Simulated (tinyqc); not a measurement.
Energy and delay of logic against supply voltage: one step of the calculation.

One expression serves below and above threshold: I(Vg) = Ik [ln(1 + exp((Vg - VT + dd V)/(al nf Vt)))]^al, with I_on = I(V) and I_off = I(0). Gate delay td = kd C V/I_on, clock period LD td. Per gate and cycle the switching energy is act C V^2 and the leakage energy I_off V LD td. No short-circuit current, no variation. Minima are sought above 0.09 V; below a few Vt gates no longer switch and the model has no meaning.

Question. New V. Minimum-energy supply: E(V) is the energy per gate and cycle; with h = 0.001 V, E' = (E(V + h) - E(V - h))/(2 h), E'' = (E(V - h) - 2 E(V) + E(V + h))/h^2, V(new) = V - E'/E''.

Values chosen for this exercise; values of the order met in logic technologies:

| symbol | value | unit | meaning |
|---|---|---|---|
| T | 378 | K | temperature |
| VT | 0.27 | V | threshold voltage at zero drain bias |
| nf | 1.08 |  | slope factor |
| dd | 0.07 |  | barrier lowering per volt of supply |
| Ik | 0.63 | uA | specific current of a gate |
| al | 1.85 |  | exponent of the current law |
| C | 0.5 | fF | load capacitance of a gate |
| kd | 1.1 |  | delay factor |
| LD | 20 |  | logic depth |
| act | 0.2 |  | activity factor |

Constants: q = 1.602176634e-19 C, kB = 1.380649e-23 J/K, Vt = kB T/q. Results are converted to the units shown.

V after iteration 1 = 0.18324079 V

Give: E'; E''; V after iteration 2.

Answer.

E' = 1.3598 aJ/V
E'' = 658.86 aJ/V^2
V after iteration 2 = 0.18118 V

Numbers from tinyqc (`OMP_NUM_THREADS=1 python tinyqc.py 2082182 2082183 out.jsonl`; about 0.01 s on one thread of a shared Intel Xeon 2.30GHz).
